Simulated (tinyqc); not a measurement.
Inside a calculation: pair of shallow donors (hydrogen-like orbitals). Values are carried at full precision from step to step, so a last printed digit may differ when a step is redone from the rounded ones.

Each donor has the orbital exp(-r/a); energy unit Ha* = q/(eps a), q = e^2/(4 pi eps0), so that a lone donor is bound by Ha*/2; x = R/a. One electron: S = (1 + x + x^2/3) exp(-x), j = 1/x - (1 + 1/x) exp(-2x), k = (1 + x) exp(-x); levels E(+/-) = -1/2 - (j +/- k)/(1 +/- S) in Ha*, without the repulsion of the ions, split by D = |E(-) - E(+)|.

Constants: e^2/(4 pi eps0) = 14.39964547 eV angstrom; hbar = 6.58211957e-16 eV s.

Parameters, chosen for this exercise (near those of two donors in GaN; the results hold for these values, not for the real material): a = 24.3 angstrom (orbital radius); eps = 9.5 (dielectric constant); R = 138 angstrom (separation); dV = 0.56 D (detuning between the donors, in units of D).

## Distance and integrals

Give Ha*, R, x, S, j, k.

Ha* = 62.377 meV
R = 138.00 angstrom
x = 5.6790

S, j, k: 0.05956  0.17607  0.02282

## One electron on two donors

Give both levels, the splitting D = |E(-) - E(+)| and the tunnelling frequency D/(2 pi hbar).

E(+), E(-) (meV): -42.897  -41.353

D = 1.544 meV
frequency = 373.4 GHz

The second ion deepens the mean level by 10.94 meV, against Ha*/x = 10.98 meV for a point charge.

## Detuning by a gate

Two-level picture for one electron: with detuning u = dV D the splitting is sqrt(D^2 + u^2) and the lower state has weight (1 + u/sqrt(D^2 + u^2))/2 on the lower donor; the field needed is u/(e R), 1 meV/angstrom = 100 kV/cm.

splitting = 1.770 meV
weight = 0.744
field = 0.627 kV/cm

## Two electrons and exchange

Two electrons, Heitler-London: with S' = (1 - x + x^2/3) exp(x), C = 1/x - exp(-2x)(1/x + 11/8 + 3x/4 + x^2/6), X = (1/5){exp(-2x)(25/8 - 23x/4 - 3x^2 - x^3/3) + (6/x)[S^2 (0.5772157 + ln x) + S'^2 Ei(-4x) - 2 S S' Ei(-2x)]}, Q = C - 2j + 1/x and A = X - 2 S k + S^2/x, the singlet and triplet lie at (Q +/- w A)/(1 +/- w S^2) from two lone donors, with the valley weight w = 1 (one valley); the exchange is J = triplet - singlet.

Give C, X, Q, A and J.

C, X, Q, A (Ha*): 0.1760  0.001335  -0.0001031  -0.0007583

J = 94.6 micro-eV

A swap of the two spins takes pi hbar/J = 0.0219 ns (hbar = 6.58212e-16 eV s). Against the one-electron splitting D = 1.54 meV, J/D = 0.061: exchange needs both electrons to tunnel and falls as exp(-2x), D as exp(-x).

## Checks

- Heitler-London binding at x = 1.6425 against the known 0.1160 hartree: both 0.1160.
- Overlap S by quadrature in spheroidal coordinates against the formula: both 0.05956.

(tinyqc, `OMP_NUM_THREADS=1 python tinyqc.py 1282477 1282478 out.jsonl`, Intel(R) Xeon(R) Processor @ 2.30GHz, 1 thread, shared host, about 0.01 s.)
